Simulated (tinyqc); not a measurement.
# Band bending at a free surface with one surface level, surface photovoltage and Kelvin probe, step by step

tinyqc, about 0.01 s, one thread, Intel Xeon 2.30GHz (shared host): `OMP_NUM_THREADS=1 python tinyqc.py 2430051 2430052 out.jsonl` Printed values are rounded.

n-type bulk, xi = Ec - EF = Vt ln(Nc/Nd), p0 = ni^2/Nd, ni = sqrt(Nc Nv) exp(-Eg/(2 Vt)), Eg in volts. b is the upward band bending, u = b/Vt. Space charge per area, in units of q: Qc = sign(b) sqrt((2 eps0 eps_r Vt/q) [(Nd + dn)(exp(-u) - 1) + Nd u + (p0 + dn)(exp(u) - 1)]), with dn the excess density under light (flat quasi-Fermi levels; 0 in the dark). The level holds -Ns f, f = 1/(1 + exp((xi + b - Es)/Vt)). Neutrality: Qc + Qf + (charge of the states) = 0.

Values chosen for this exercise; band and dielectric values close to those of silicon: temperature T = 350 K; band gap Eg = 1.12 eV; relative permittivity eps_r = 11.8; conduction-band density of states at T Nc = 3.49e19 cm^-3; valence-band density of states at T Nv = 3.29e19 cm^-3; electron affinity chi = 4.1 eV; donor density Nd = 3e17 cm^-3; fixed positive charge at the surface Qf = 1.6e11 cm^-2; work function of the probe tip pt = 4.62 eV; density of an acceptor-like surface level Ns = 9.8e11 cm^-2; its depth below the conduction edge Es = 0.45 eV; excess carrier density under light dn = 2.1e16 cm^-3.

Constants: q = 1.602176634e-19 C, kB = 1.380649e-23 J/K, Vt = kB T/q, eps0 = 8.8541878128e-14 F/cm where lengths are in cm. Results are converted to the units shown.

## Bulk quantities

xi, ni, p0, the Debye length sqrt(eps0 eps_r Vt/(q Nd)) and the flat-band work function chi + xi.

xi = 0.1434580 eV
ni = 2.926615e11 cm^-3
p0 = 2.855025e5 cm^-3
Debye length = 8.096923 nm
chi + xi = 4.243458 eV

## Charges against band bending

| point | b (V) |
|---|---|
| 0 | 0.058 |
| 1 | 0.096 |
| 2 | 0.135 |
| 3 | 0.174 |
| 4 | 0.212 |
| 5 | 0.251 |
| 6 | 0.289 |

Evaluate Qc, the surface charge Qf - Ns f and their sum in the dark; the root lies where the sum changes sign.

| point | Qc (cm^-2) | surface charge (cm^-2) | sum (cm^-2) |
|---|---|---|---|
| 0 | 3.552100e11 | -8.197416e11 | -4.645316e11 |
| 1 | 5.123471e11 | -8.190898e11 | -3.067426e11 |
| 2 | 6.415161e11 | -8.166913e11 | -1.751751e11 |
| 3 | 7.504414e11 | -8.080498e11 | -5.760840e10 |
| 4 | 8.435515e11 | -7.791322e11 | 6.441937e10 |
| 5 | 9.295681e11 | -6.858679e11 | 2.437002e11 |
| 6 | 1.006358e12 | -4.686110e11 | 5.377474e11 |

The sum rises steadily with b, so there is one root; bisection gives b = 0.19283 V.

## Work function and Kelvin-probe reading

converged b = 0.1928328 V

Work function chi + xi + b; contact potential difference CPD = (work function of the sample) - pt. Depth of EF below Ec at the surface: xi + b. Depletion width Qc/Nd.

xi + b = 0.3362908 eV
Qc = 7.979205e11 cm^-2
Qc/Nd = 26.59735 nm
work function = 4.436291 eV
CPD = -183.7092 mV

The level is 97.7 % filled: it is full, so Ns fixes the surface charge, and b follows from that charge and the doping.

## Surface photovoltage

Under chopped light the surface charge keeps its dark value, so b falls to bL with Qc(bL, dn) = Qc(b, 0); the photovoltage is b - bL. Qc rises with b, so bL follows by bisection.

bL = 0.1114151 V
photovoltage = 81.41765 mV
share of b removed = 42.22190 %
excess holes at the surface, dn exp(bL/Vt) = 8.443574e17 cm^-3
